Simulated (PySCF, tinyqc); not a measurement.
RHF in the sto-3g basis, for Be, spin multiplicity 1, step by step. The lowest restricted solution is unstable here: a spin-polarised one lies 0.0012 hartree lower (PySCF). Computed by tinyqc, a small Python program that keeps every step (integrals from PySCF). Settings: charge = 0, multiplicity = 1, basis = sto-3g, energy threshold = 1e-09, iteration cap = 87, orthogonalisation = canonical, start = core, DIIS depth = 4, damping = 0.5, method = RHF. Command: `OMP_NUM_THREADS=1 python tinyqc.py 24743 24744 out.jsonl` (the two numbers bound the seeds that draw the settings). One thread of a shared host (Intel(R) Xeon(R) Processor @ 2.60GHz), about 0.02 s of CPU time with the checks. Later iterations appear only in the table of the cycle.

## One-electron integrals

Geometry (angstrom):
```
atom,x,y,z
Be,0.0000,0.0000,0.0000
```

Basis sto-3g: exponents (1/bohr^2) and contraction coefficients of normalised primitives:
```
element,l (shell),exponent,coefficient
Be,s (1),30.1679,0.1543
Be,s (1),5.4951,0.5353
Be,s (1),1.4872,0.4446
Be,s (2),1.3148,-0.1000
Be,s (2),0.3055,0.3995
Be,s (2),0.0994,0.7001
Be,p (3),1.3148,0.1559
Be,p (3),0.3055,0.6077
Be,p (3),0.0994,0.3920
```

Overlap, kinetic and nuclear-attraction integrals over the contracted functions; the nuclear repulsion is the sum of Za Zb / Rab.

nuclear repulsion = 0 hartree

overlap S:
```
,1Be 1s,1Be 2s,1Be 2px,1Be 2py,1Be 2pz
1Be 1s,1.0000,0.2595,0.0000,0.0000,0.0000
1Be 2s,0.2595,1.0000,0.0000,0.0000,0.0000
1Be 2px,0.0000,0.0000,1.0000,0.0000,0.0000
1Be 2py,0.0000,0.0000,0.0000,1.0000,0.0000
1Be 2pz,0.0000,0.0000,0.0000,0.0000,1.0000
```

kinetic energy T (hartree):
```
,1Be 1s,1Be 2s,1Be 2px,1Be 2py,1Be 2pz
1Be 1s,6.6940,-0.0330,0.0000,0.0000,0.0000
1Be 2s,-0.0330,0.2111,0.0000,0.0000,0.0000
1Be 2px,0.0000,0.0000,0.6606,0.0000,0.0000
1Be 2py,0.0000,0.0000,0.0000,0.6606,0.0000
1Be 2pz,0.0000,0.0000,0.0000,0.0000,0.6606
```

nuclear attraction V (hartree):
```
,1Be 1s,1Be 2s,1Be 2px,1Be 2py,1Be 2pz
1Be 1s,-14.5611,-1.8992,0.0000,0.0000,0.0000
1Be 2s,-1.8992,-2.3133,0.0000,0.0000,0.0000
1Be 2px,0.0000,0.0000,-2.2947,0.0000,0.0000
1Be 2py,0.0000,0.0000,0.0000,-2.2947,0.0000
1Be 2pz,0.0000,0.0000,0.0000,0.0000,-2.2947
```

core Hamiltonian H = T + V (hartree):
```
,1Be 1s,1Be 2s,1Be 2px,1Be 2py,1Be 2pz
1Be 1s,-7.8671,-1.9323,0.0000,0.0000,0.0000
1Be 2s,-1.9323,-2.1022,0.0000,0.0000,0.0000
1Be 2px,0.0000,0.0000,-1.6342,0.0000,0.0000
1Be 2py,0.0000,0.0000,0.0000,-1.6342,0.0000
1Be 2pz,0.0000,0.0000,0.0000,0.0000,-1.6342
```

## Two-electron integrals

Functions are numbered as in S; the eight-fold symmetry (ij|kl) = (ji|kl) = (kl|ij) leaves the list below.

Two-electron integrals (ij|kl) in chemists' order, unique and non-zero (hartree):
```
i,j,k,l,(ij|kl)
1,1,1,1,2.2988
2,1,1,1,0.3920
2,1,2,1,0.0795
2,2,1,1,0.5710
2,2,2,1,0.1430
2,2,2,2,0.4177
3,1,3,1,0.0146
3,2,3,1,0.0219
3,2,3,2,0.0923
3,3,1,1,0.5696
3,3,2,1,0.1431
3,3,2,2,0.4176
3,3,3,3,0.4499
4,1,4,1,0.0146
4,2,4,1,0.0219
4,2,4,2,0.0923
4,3,4,3,0.0242
4,4,1,1,0.5696
4,4,2,1,0.1431
4,4,2,2,0.4176
4,4,3,3,0.4014
4,4,4,4,0.4499
5,1,5,1,0.0146
5,2,5,1,0.0219
5,2,5,2,0.0923
5,3,5,3,0.0242
5,4,5,4,0.0242
5,5,1,1,0.5696
5,5,2,1,0.1431
5,5,2,2,0.4176
5,5,3,3,0.4014
5,5,4,4,0.4014
5,5,5,5,0.4499
```

## Orthogonalisation

S = U s U^T; canonical form X = U s^(-1/2), so that X^T S X = 1. Each column of U has its largest component positive (the first on a tie).

eigenvalues of S: 0.7405  1.0000  1.0000  1.0000  1.2595

X:
```
,1,2,3,4,5
1Be 1s,0.8217,0.0000,0.0000,0.0000,0.6301
1Be 2s,-0.8217,0.0000,0.0000,0.0000,0.6301
1Be 2px,0.0000,1.0000,0.0000,0.0000,0.0000
1Be 2py,0.0000,0.0000,1.0000,0.0000,0.0000
1Be 2pz,0.0000,0.0000,0.0000,1.0000,0.0000
```

Within a degenerate level the vectors are fixed only up to a rotation; this is one choice.

## Starting guess

The start is the orbitals of the core Hamiltonian; D = 2 C_occ C_occ^T.

D at the start:
```
,1Be 1s,1Be 2s,1Be 2px,1Be 2py,1Be 2pz
1Be 1s,2.1444,-0.5565,0.0000,0.0000,0.0000
1Be 2s,-0.5565,2.1444,0.0000,0.0000,0.0000
1Be 2px,0.0000,0.0000,0.0000,0.0000,0.0000
1Be 2py,0.0000,0.0000,0.0000,0.0000,0.0000
1Be 2pz,0.0000,0.0000,0.0000,0.0000,0.0000
```

## Iteration 1: building the Fock matrix

J_ij = sum D_kl (ij|kl), K_ij = sum D_kl (ik|jl); F = H + J - 0.5 K; E = tr D H + tr D J / 2 - 0.25 tr D K + E_nn.

Coulomb J (hartree):
```
,1Be 1s,1Be 2s,1Be 2px,1Be 2py,1Be 2pz
1Be 1s,5.7178,1.0589,0.0000,0.0000,0.0000
1Be 2s,1.0589,1.9609,0.0000,0.0000,0.0000
1Be 2px,0.0000,0.0000,1.9577,0.0000,0.0000
1Be 2py,0.0000,0.0000,0.0000,1.9577,0.0000
1Be 2pz,0.0000,0.0000,0.0000,0.0000,1.9577
```

exchange K (hartree):
```
,1Be 1s,1Be 2s,1Be 2px,1Be 2py,1Be 2pz
1Be 1s,4.6639,0.7854,0.0000,0.0000,0.0000
1Be 2s,0.7854,0.9070,0.0000,0.0000,0.0000
1Be 2px,0.0000,0.0000,0.2048,0.0000,0.0000
1Be 2py,0.0000,0.0000,0.0000,0.2048,0.0000
1Be 2pz,0.0000,0.0000,0.0000,0.0000,0.2048
```

Fock matrix F (hartree):
```
,1Be 1s,1Be 2s,1Be 2px,1Be 2py,1Be 2pz
1Be 1s,-4.4813,-1.2661,0.0000,0.0000,0.0000
1Be 2s,-1.2661,-0.5948,0.0000,0.0000,0.0000
1Be 2px,0.0000,0.0000,0.2211,0.0000,0.0000
1Be 2py,0.0000,0.0000,0.0000,0.2211,0.0000
1Be 2pz,0.0000,0.0000,0.0000,0.0000,0.2211
```

total energy of this density = -14.351880 hartree

This density is the starting one.

## Iteration 1: diagonalisation and new density

Diagonalise F' = X^T F X, C = X C', fill 2 alpha and 2 beta electrons from the bottom; D = 2 C_occ C_occ^T; the new density keeps 0.5 of the old one (damping). Each column has its largest component positive (the first on a tie).

F' = X^T F X (hartree):
```
,1,2,3,4,5
1,-1.7178,0.0000,0.0000,0.0000,-2.0122
2,0.0000,0.2211,0.0000,0.0000,0.0000
3,0.0000,0.0000,0.2211,0.0000,0.0000
4,0.0000,0.0000,0.0000,0.2211,0.0000
5,-2.0122,0.0000,0.0000,0.0000,-3.0203
```

orbital energies (hartree): MO1 -4.4840, MO2 -0.2540, MO3 0.2211, MO4 0.2211, MO5 0.2211

coefficients C:
```
,MO1,MO2,MO3,MO4,MO5
1Be 1s,0.9929,-0.2939,0.0000,0.0000,0.0000
1Be 2s,0.0261,1.0351,0.0000,0.0000,0.0000
1Be 2px,0.0000,0.0000,0.0000,0.0000,1.0000
1Be 2py,0.0000,0.0000,1.0000,0.0000,0.0000
1Be 2pz,0.0000,0.0000,0.0000,1.0000,0.0000
```

D after iteration 1:
```
,1Be 1s,1Be 2s,1Be 2px,1Be 2py,1Be 2pz
1Be 1s,2.1444,-0.5565,0.0000,0.0000,0.0000
1Be 2s,-0.5565,2.1444,0.0000,0.0000,0.0000
1Be 2px,0.0000,0.0000,0.0000,0.0000,0.0000
1Be 2py,0.0000,0.0000,0.0000,0.0000,0.0000
1Be 2pz,0.0000,0.0000,0.0000,0.0000,0.0000
```

Within a degenerate level the vectors are fixed only up to a rotation; this is one choice.

## Iteration 2: building the Fock matrix

As before.

Coulomb J (hartree):
```
,1Be 1s,1Be 2s,1Be 2px,1Be 2py,1Be 2pz
1Be 1s,5.7178,1.0589,0.0000,0.0000,0.0000
1Be 2s,1.0589,1.9609,0.0000,0.0000,0.0000
1Be 2px,0.0000,0.0000,1.9577,0.0000,0.0000
1Be 2py,0.0000,0.0000,0.0000,1.9577,0.0000
1Be 2pz,0.0000,0.0000,0.0000,0.0000,1.9577
```

exchange K (hartree):
```
,1Be 1s,1Be 2s,1Be 2px,1Be 2py,1Be 2pz
1Be 1s,4.6639,0.7854,0.0000,0.0000,0.0000
1Be 2s,0.7854,0.9070,0.0000,0.0000,0.0000
1Be 2px,0.0000,0.0000,0.2048,0.0000,0.0000
1Be 2py,0.0000,0.0000,0.0000,0.2048,0.0000
1Be 2pz,0.0000,0.0000,0.0000,0.0000,0.2048
```

Fock matrix F (hartree):
```
,1Be 1s,1Be 2s,1Be 2px,1Be 2py,1Be 2pz
1Be 1s,-4.4813,-1.2661,0.0000,0.0000,0.0000
1Be 2s,-1.2661,-0.5948,0.0000,0.0000,0.0000
1Be 2px,0.0000,0.0000,0.2211,0.0000,0.0000
1Be 2py,0.0000,0.0000,0.0000,0.2211,0.0000
1Be 2pz,0.0000,0.0000,0.0000,0.0000,0.2211
```

total energy of this density = -14.351880 hartree

This density is a damped mixture and is not idempotent.

## Iteration 2 (converged): orbitals

Diagonalise F' = X^T F X, C = X C', fill 2 alpha and 2 beta electrons from the bottom; D = 2 C_occ C_occ^T. Each column has its largest component positive (the first on a tie).

F' = X^T F X (hartree):
```
,1,2,3,4,5
1,-1.7178,0.0000,0.0000,0.0000,-2.0122
2,0.0000,0.2211,0.0000,0.0000,0.0000
3,0.0000,0.0000,0.2211,0.0000,0.0000
4,0.0000,0.0000,0.0000,0.2211,0.0000
5,-2.0122,0.0000,0.0000,0.0000,-3.0203
```

orbital energies (hartree): MO1 -4.4840, MO2 -0.2540, MO3 0.2211, MO4 0.2211, MO5 0.2211

coefficients C:
```
,MO1,MO2,MO3,MO4,MO5
1Be 1s,0.9929,-0.2939,0.0000,0.0000,0.0000
1Be 2s,0.0261,1.0351,0.0000,0.0000,0.0000
1Be 2px,0.0000,0.0000,0.0000,0.0000,1.0000
1Be 2py,0.0000,0.0000,1.0000,0.0000,0.0000
1Be 2pz,0.0000,0.0000,0.0000,1.0000,0.0000
```

D after iteration 2:
```
,1Be 1s,1Be 2s,1Be 2px,1Be 2py,1Be 2pz
1Be 1s,2.1444,-0.5565,0.0000,0.0000,0.0000
1Be 2s,-0.5565,2.1444,0.0000,0.0000,0.0000
1Be 2px,0.0000,0.0000,0.0000,0.0000,0.0000
1Be 2py,0.0000,0.0000,0.0000,0.0000,0.0000
1Be 2pz,0.0000,0.0000,0.0000,0.0000,0.0000
```

Within a degenerate level the vectors are fixed only up to a rotation; this is one choice.

## Convergence

Stop when the energy changes by less than 1e-09 hartree and every element of the error matrix X^T (F D S - S D F) X is below 9e-06.

Course of the cycle:
```
iteration,E (hartree),change,largest element of the error matrix
1,-14.351880,-,1.38e-15
2,-14.351880,0.0000,1.26e-15
```

PySCF RHF in the same basis = -14.351880 hartree

Converged in 2 iterations.

## Populations

Mulliken: Z minus the diagonal of D S on the atom; Loewdin: the same with S^(1/2) D S^(1/2).

Charges (e):
```
atom,Mulliken,Loewdin
1Be,0,0
```
